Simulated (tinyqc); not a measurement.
# Resistance of a tapered via with liner, size effect and interface: several studies

A round via whose diameter grows from db at the bottom as D(z) = db + 2 z/tan(ang). The fill, of diameter D - 2 tl, starts above the bottom liner (thickness fb tl) and has rho = rho0 (1 + ks lam/(D - 2 tl)); the sidewall liner conducts in parallel with it. The bottom liner and the interface are crossed over the full area pi db^2/4. Spreading in the lines above and below is left out.

Values chosen for this exercise; fill metal close to copper:
- db = 53 nm (diameter at the bottom)
- hv = 100 nm (height)
- ang = 88 degrees (sidewall angle)
- rho0 = 1.72 uohm cm (bulk resistivity of the fill)
- lam = 39.3 nm (mean free path of the fill)
- ks = 1 (size-effect factor)
- tl = 1.6 nm (liner on the sidewall)
- fb = 0.7 (liner at the bottom over that on the sidewall)
- rl = 200 uohm cm (resistivity of the liner)
- ri = 5.1e-12 ohm cm^2 (interface resistivity at the bottom)
- Sb = 1.1e15 S/m^2 (ballistic conductance per area, about 3/(4 rho0 lam))
- rho2 = 8 uohm cm (bulk resistivity of the second fill (close to ruthenium))
- lam2 = 6.46 nm (its mean free path)
- tl2 = 0.3 nm (its liner)

Each table varies one quantity; the others keep the values above.

## Via resistance against the diameter at the bottom

Slices between z0 = fb tl and hv, evaluated at their midpoints: conductance per length pi/4 [(D - 2 tl)^2/rho + (D^2 - (D - 2 tl)^2)/rl], slice resistance = slice height over that. 2000 slices. R_fill = sum of the slices; R_bottom = rl fb tl/(pi db^2/4); R_interface = ri/(pi db^2/4); ballistic (Sharvin) limit 1/(Sb pi (db - 2 tl)^2/4); ideal cylinder rho0 hv/(pi db^2/4).

Via resistance against the diameter at the bottom:
columns A: db (nm); B: R_fill (ohm); C: R_bottom (ohm); D: R_interface (ohm); E: R (ohm); F: ballistic limit (ohm); G: R over ideal cylinder; H: largest part
```
A          B        C        D       E        F       G     H
6     625.17   79.224   18.038  722.43   147.64  11.876  fill
8.3   208.06   41.400   9.4259  258.88   44.502  8.1437  fill
11    86.884   23.571   5.3665  115.82   19.025  6.3994  fill
16    29.492   11.141   2.5365  43.170   7.0648  5.0464  fill
22    12.374   5.8927   1.3416  19.609   3.2749  4.3336  fill
30    5.4904   3.1690  0.72150  9.3808   1.6116  3.8552  fill
42    2.3473   1.6168  0.36811  4.3323  0.76887  3.4896  fill
58    1.0687  0.84782  0.19303  2.1096  0.38544  3.2405  fill
80   0.50044  0.44563  0.10146  1.0475  0.19624  3.0613  fill
```

Read the table: what changes, and by how much?

R falls from 722 to 1.05 ohm. The fill is the largest part at db = 6 and in all other rows. R goes as db^(-3.16) between the first two rows and db^(-2.18) between the last two; area alone gives -2.

## Via resistance against the height

Same model as above.

2000 slices.

The same in every row: R_bottom (ohm) = 1.015; R_interface (ohm) = 0.2312; ballistic limit (ohm) = 0.4667.

Via resistance against the height:
```
hv (nm)  R_fill (ohm)  R (ohm)  R over ideal cylinder  largest part
32             0.4607    1.707                  6.843  bottom liner
46             0.6546    1.901                  5.301  bottom liner
67             0.9298    2.176                  4.166  bottom liner
97              1.293    2.540                  3.358          fill
140             1.761    3.008                  2.756          fill
200             2.327    3.573                  2.292          fill
290             3.027    4.273                  1.890          fill
420             3.811    5.057                  1.545          fill
```

R rises from 1.71 to 5.06 ohm. The bottom liner is the largest part at hv = 32, the fill from 97 on. The share of the two bottom terms goes from 73.0 to 24.6 %. For hv = 32, 46, 67 the ballistic limit exceeds half of R_fill, so the diffusive model understates R.

## Two fill metals against the diameter

2000 slices. R_fill = sum of the slices; R_bottom = rl fb tl/(pi db^2/4); R_interface = ri/(pi db^2/4). The second fill has rho2, lam2 and tl2 in place of rho0, lam and tl.

Results:
```
db (nm)  R, first fill (ohm)  R, second fill (ohm)  ratio second/first
6                     722.43                310.81             0.43022
12                    91.449                78.515             0.85856
17                    37.038                39.327              1.0618
24                    15.900                19.792              1.2448
35                    6.5637                9.3178              1.4196
49                    3.0650                4.7534              1.5508
70                    1.3984                2.3275              1.6644
100                  0.64974                1.1394              1.7536
```

Estimate the missing row, db = 8.5 nm.

Computed row:
```
db (nm)  R, first fill (ohm)  R, second fill (ohm)  ratio second/first
8.5                   241.20                155.50             0.64467
```

With this row back in the table: The ratio goes from 0.430 to 1.75. The two fills give the same R at db = 15.2 nm; below it the second gives the lower R.

Program tinyqc, `OMP_NUM_THREADS=1 python tinyqc.py 2750181 2750182 out.jsonl`; Intel Xeon 2.30GHz, shared host, one thread, about 0.01 s.
